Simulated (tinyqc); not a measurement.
# Capacitance measurement on a leaky thin oxide: effects of series resistance and leakage: what changes with what

The device is a capacitance C in parallel with a leakage conductance G, in series with Rs and Ls. An impedance meter reports either a parallel pair (Cp, Gp) from Y = 1/Z = Gp + i w Cp or a series pair (Cs, Rm) from Z = Rm + 1/(i w Cs); w = 2 pi f, dissipation D = Gp/(w |Cp|).

Parameters, values chosen for the exercise; values of the order met in thin-oxide MOS capacitors: relative permittivity of the gate insulator (close to silicon nitride) eox = 7.72; insulator thickness tox = 6.1 nm; gate area A = 400 um^2; oxide-equivalent thickness added by the accumulation layer zc = 0.5 nm; oxide-equivalent thickness added by gate depletion zp = 0 nm; gate leakage current density, not matched to the thickness Jg = 2.8 A/cm^2; voltage for an e-fold rise of the leakage Vs = 0.17 V; series resistance Rs = 140 ohm; series inductance Ls = 0 nH; measuring frequency f = 2e5 Hz.

Constants: eps0 = 8.8541878128e-14 F/cm where lengths are in cm. Results are converted to the units shown.

Each table varies one quantity; the others keep the values above.

## Readings against frequency

EOT = 3.9 tox/eox; CET = EOT + zc + zp; C = 3.9 eps0 A/CET; G = Jg A/Vs. Z = Rs + i w Ls + 1/(G + i w C); CET read from Cp = 3.9 eps0 A/Cp; errors under 0.001 % are printed as 0.

The same in every row: C (pF) = 3.8565.

Results:
```
f (Hz)  Cp (pF)   Cs (pF)        D  error of Cp (%)  error of Cs (%)  CET read from Cp (nm)
1000     3.7864  2.8509e7   2744.0            -1.82           7.39e8                 3.6480
3000     3.7864  3.1677e6   914.66            -1.82           8.21e7                 3.6480
10000    3.7864  2.8509e5   274.40            -1.82           7.39e6                 3.6480
30000    3.7863     31681   91.466            -1.82           8.21e5                 3.6480
1e5      3.7863    2854.8   27.440            -1.82           7.39e4                 3.6480
3e5      3.7863    320.62   9.1476            -1.82             8210                 3.6480
3e6      3.7860    7.0242  0.92484            -1.83             82.1                 3.6484
1e7      3.7821    4.1416  0.30832            -1.93             7.39                 3.6521
3e7      3.7482    3.8882  0.19324            -2.81            0.821                 3.6851
```

Estimate the missing row, f = 1e6 Hz.

Computed row:
```
f (Hz)  Cp (pF)  Cs (pF)       D  error of Cp (%)  error of Cs (%)  CET read from Cp (nm)
1e6      3.7863   32.366  2.7474            -1.82              739                 3.6480
```

With this row back in the table: D falls from 2740 to 0.193; without inductance its minimum lies at f = sqrt(G (1 + G Rs)/Rs)/(2 pi C) = 2.84e7 Hz. The error of Cp goes from -1.82 to -2.81 % and that of Cs from 7.39e8 to 0.821 %; at low frequency Cp tends to C/(1 + G Rs)^2 and Cs grows as 1 + (G/(w C))^2. One of the two readings is within 2 % of C for f = 1000, 3000, 10000, 30000, 1e5, 3e5, 1e6, 3e6, 1e7, 3e7 Hz. For f = 1000, 3000, 10000, 30000, 1e5, 3e5, 1e6 D exceeds 1, where the accuracy of real meters degrades in proportion to sqrt(1 + D^2).

## Effect of the gate leakage current density, not matched to the thickness

Same model as above.

The same in every row: C (pF) = 3.857.

Result of one run:
```
Jg (A/cm^2)  Cp (pF)  Cs (pF)        D  error of Cp (%)  error of Cs (%)  CET read from Cp (nm)
0.02           3.856    3.893  0.09779          -0.0132            0.943                  3.582
```

What becomes of these results when the gate leakage current density, not matched to the thickness Jg is changed from 0.02 to 1e-5 A/cm^2, all else the same?

Result of the changed run:
```
Jg (A/cm^2)  Cp (pF)  Cs (pF)         D  error of Cp (%)  error of Cs (%)  CET read from Cp (nm)
1e-5           3.857    3.857  7.270e-4                0                0                  3.582
```

The whole series:
```
Jg (A/cm^2)  Cp (pF)  Cs (pF)         D  error of Cp (%)  error of Cs (%)  CET read from Cp (nm)
1e-5           3.857    3.857  7.270e-4                0                0                  3.582
0.0001         3.857    3.857  0.001164                0                0                  3.582
0.001          3.856    3.857  0.005534                0          2.36e-3                  3.582
0.02           3.856    3.893   0.09779          -0.0132            0.943                  3.582
0.2            3.851    7.493    0.9724           -0.132             94.3                  3.586
2              3.806    367.5     9.775            -1.30             9430                  3.629
30             3.194  8.182e4     160.1            -17.2           2.12e6                  4.324
300           0.9756  8.182e6      2896            -74.7           2.12e8                  14.16
```

As Jg goes from 1e-5 to 300, the error of Cp goes from 0 to -74.7 %, that of Cs from 0 to 2.12e8 %, and D rises from 7.27e-4 to 2900. The CET read from Cp goes from 3.58 to 14.2 nm against the true 3.58 nm. For Jg = 2, 30, 300 D exceeds 1, where the accuracy of real meters degrades in proportion to sqrt(1 + D^2).

Numbers from tinyqc (`OMP_NUM_THREADS=1 python tinyqc.py 2022160 2022161 out.jsonl`; about 0.01 s on one thread of a shared Intel Xeon 2.30GHz).
